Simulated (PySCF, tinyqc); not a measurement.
Inside a calculation. Method: RHF in the 6-31g basis, for H4, spin multiplicity 1. The lowest restricted solution is unstable here: a spin-polarised one lies 0.0119 hartree lower (PySCF). One step of it, computed by the program tinyqc.

Problem. Iteration 2: diagonalisation and new density. Diagonalise F' = X^T F X, C = X C', fill 2 alpha and 2 beta electrons from the bottom; D = 2 C_occ C_occ^T. Each column has its largest component positive (the first on a tie).

extrapolated F (hartree), lower triangle:
```
           1H 1s      1H 2s      2H 1s      2H 2s      3H 1s      3H 2s      4H 1s      4H 2s
1H 1s   0.269724
1H 2s  -0.132683  -0.076122
2H 1s  -0.143213  -0.245562  -0.050653
2H 2s  -0.164441  -0.185306  -0.394458  -0.306864
3H 1s  -0.001556  -0.036990  -0.145287  -0.231531  -0.050653
3H 2s  -0.035984  -0.092571  -0.231531  -0.252393  -0.394458  -0.306864
4H 1s  -0.000590   0.004352  -0.001556  -0.035984  -0.143213  -0.164441   0.269724
4H 2s   0.004352  -0.012503  -0.036990  -0.092571  -0.245562  -0.185306  -0.132683  -0.076122
```

X:
```
               1          2          3          4          5          6          7         8
1H 1s   0.214842  -0.611010   0.803727   0.565519  -0.368700   0.456812   0.283891  0.128043
1H 2s  -1.174389   1.044982  -0.744952  -0.409133  -0.111359   0.282870   0.321146  0.193217
2H 1s  -0.653951   0.529339   0.420380   0.743056   0.632968  -0.312876   0.175424  0.191425
2H 2s   2.304670  -0.793801  -0.335245  -0.478389   0.157230  -0.187880   0.186958  0.283448
3H 1s   0.653951   0.529339  -0.420380   0.743056  -0.632968  -0.312876  -0.175424  0.191425
3H 2s  -2.304670  -0.793801   0.335245  -0.478389  -0.157230  -0.187880  -0.186958  0.283448
4H 1s  -0.214842  -0.611010  -0.803727   0.565519   0.368700   0.456812  -0.283891  0.128043
4H 2s   1.174389   1.044982   0.744952  -0.409133   0.111359   0.282870  -0.321146  0.193217
```

Give: F' = X^T F X; orbital energies; coefficients C; D after iteration 2.

Solution.

F' = X^T F X (hartree), lower triangle:
```
         1        2        3        4        5       6        7        8
1   0.6607
2   0.0000   0.6680
3  -0.1563   0.0000   0.8355
4   0.0000   0.0390   0.0000   0.7786
5  -0.2669   0.0000  -0.0512   0.0000   0.2850
6   0.0000  -0.2611   0.0000   0.0690   0.0000  0.1174
7  -0.0666   0.0000   0.1114   0.0000  -0.1492  0.0000  -0.1636
8   0.0000   0.0066   0.0000  -0.0344   0.0000  0.1521   0.0000  -0.3965
```

orbital energies (hartree): MO1 -0.4464, MO2 -0.2369, MO3 0.0526, MO4 0.1802, MO5 0.7207, MO6 0.7675, MO7 0.7937, MO8 0.9536

coefficients C:
```
          MO1      MO2      MO3      MO4      MO5      MO6      MO7      MO8
1H 1s  0.0587   0.1259   0.1602  -0.1039   0.8050   0.9354   0.1192  -0.4837
1H 2s  0.0002   0.1132   0.7308  -0.9126  -1.0921  -0.9079   0.1359  -0.1059
2H 1s  0.2684   0.2494  -0.0824   0.2288  -0.4887  -0.1446   0.9312  -0.8261
2H 2s  0.3645   0.6143  -0.3297   1.0396   1.2537   0.3116  -0.7975   1.5665
3H 1s  0.2684  -0.2494  -0.0824  -0.2288   0.4887  -0.1446   0.9312   0.8261
3H 2s  0.3645  -0.6143  -0.3297  -1.0396  -1.2537   0.3116  -0.7975  -1.5665
4H 1s  0.0587  -0.1259   0.1602   0.1039  -0.8050   0.9354   0.1192   0.4837
4H 2s  0.0002  -0.1132   0.7308   0.9126   1.0921  -0.9079   0.1359   0.1059
```

D after iteration 2, lower triangle:
```
         1H 1s    1H 2s    2H 1s    2H 2s   3H 1s   3H 2s   4H 1s   4H 2s
1H 1s   0.0386
1H 2s   0.0285   0.0256
2H 1s   0.0943   0.0565   0.2685
2H 2s   0.1975   0.1392   0.5021   1.0204
3H 1s  -0.0313  -0.0563   0.0197  -0.1107  0.2685
3H 2s  -0.1119  -0.1389  -0.1107  -0.4889  0.5021  1.0204
4H 1s  -0.0248  -0.0285  -0.0313  -0.1119  0.0943  0.1975  0.0386
4H 2s  -0.0285  -0.0256  -0.0563  -0.1389  0.0565  0.1392  0.0285  0.0256
```
